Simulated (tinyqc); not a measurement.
What moves the results: quasiparticle equation with a plasmon-pole self-energy for two band edges. A value that a table varies takes the place of the one given here.

For each edge E = e + X + Sc(E), with the correlation part Sc(E) = A[0]/(E - a + w) + A[1]/(E - b - w); a and b are the valence and conduction energies that enter the Green function (a = ev, b = ec in the one-shot scheme). Z = 1/(1 - dSc/dE), dSc/dE = -A[0]/(E - a + w)^2 - A[1]/(E - b - w)^2.

Inputs chosen for the exercise (scales of the order of those of diamond; the results hold for these values, not for the real material):
```
symbol  value          unit  meaning
ev      0              eV    mean-field valence top
ec      4.04           eV    mean-field conduction edge
w       28.1           eV    pole energy
Av      (113, 66.7)    eV^2  weights of the valence state on the hole and electron poles
Ac      (55.6, 127.8)  eV^2  the same for the conduction state
Xv      -2.76          eV    exchange minus the mean-field potential, valence
Xc      3.57           eV    the same, conduction
```

## Schemes compared

Z = 1; linearised; exact one-shot; energies updated in G (a, b); updated in G and W, where w grows by half of the opening of the gap (a rule chosen for the exercise).

Results (eV):
```
scheme               Ev     Ec    gap  opening
mean field        0.000  4.040  4.040    0.000
Z = 1            -0.814  4.792  5.606    1.566
linearised       -0.674  4.658  5.332    1.292
one-shot, exact  -0.673  4.657  5.330    1.290
update G         -0.727  4.719  5.446    1.406
update G and W   -0.782  4.797  5.579    1.539
```

The openings run from 1.290 (one-shot, exact) to 1.566 eV (Z = 1). Linearising moves the gap by 3 meV, updating G +116 meV and updating W a further +133 meV: once Z is kept, the level of self-consistency matters more than linearising.

## The starting point

The mean-field gap is opened by d (ev lowered by d/2, ec raised by d/2) and X is changed by the opposite amounts, so that e + X stays; one-shot and G-updated gaps.

Gaps (eV):
```
d    start  one-shot  update G
0.0  4.040    5.3299    5.4463
0.2  4.240    5.3468    5.4463
0.4  4.440    5.3635    5.4463
0.6  4.640    5.3802    5.4463
0.9  4.940    5.4050    5.4463
1.2  5.240    5.4296    5.4463
1.6  5.640    5.4622    5.4463
```

The one-shot gap moves by a fraction 0.08 of any change of the starting gap, while the updated gap, 5.4463 eV, does not depend on it. The two agree where the start already equals the result, near d = 1.41 eV. A real change of starting point alters the orbitals and the screening too; this model holds both fixed.

## What each parameter does

Exact one-shot edges and Z of the valence state there. Each row changes one parameter from the base and keeps the others.

Results:
```
case                      Ev (eV)  Ec (eV)  gap (eV)       Z
base                      -0.6728   4.6572    5.3299  0.8250
w = 29.51 eV              -0.7714   4.7878    5.5592  0.8379
Xv = -2.86 eV             -0.7552   4.6572    5.4124  0.8246
Xc = 3.67 eV              -0.6728   4.7390    5.4118  0.8250
ec = 4.14 eV              -0.6677   4.7529    5.4206  0.8253
Av = (118.65, 66.7) eV^2  -0.5038   4.6572    5.1609  0.8208
Ac = (55.6, 134.19) eV^2  -0.6728   4.4679    5.1407  0.8250
```

The largest shifts from the base row, up to three for each result and ties (the steps differ in size, so this ranks the rows, not the parameters). Ev (eV): Av +0.1690, w -0.0986, Xv -0.0825; unchanged at the printed digits by Xc and Ac. Ec (eV): Ac -0.1893, w +0.1306, ec +0.0958; unchanged at the printed digits by Xv and Av. gap (eV): w +0.2293, Ac -0.1893, Av -0.1690. Z: w +0.0129, Av -0.0042, Xv -0.0004; unchanged at the printed digits by Xc and Ac.

Run: tinyqc, `OMP_NUM_THREADS=1 python tinyqc.py 1881249 1881250 out.jsonl`; Intel(R) Xeon(R) Processor @ 2.30GHz, one thread, shared host; about 0.01 s of CPU time with all checks.
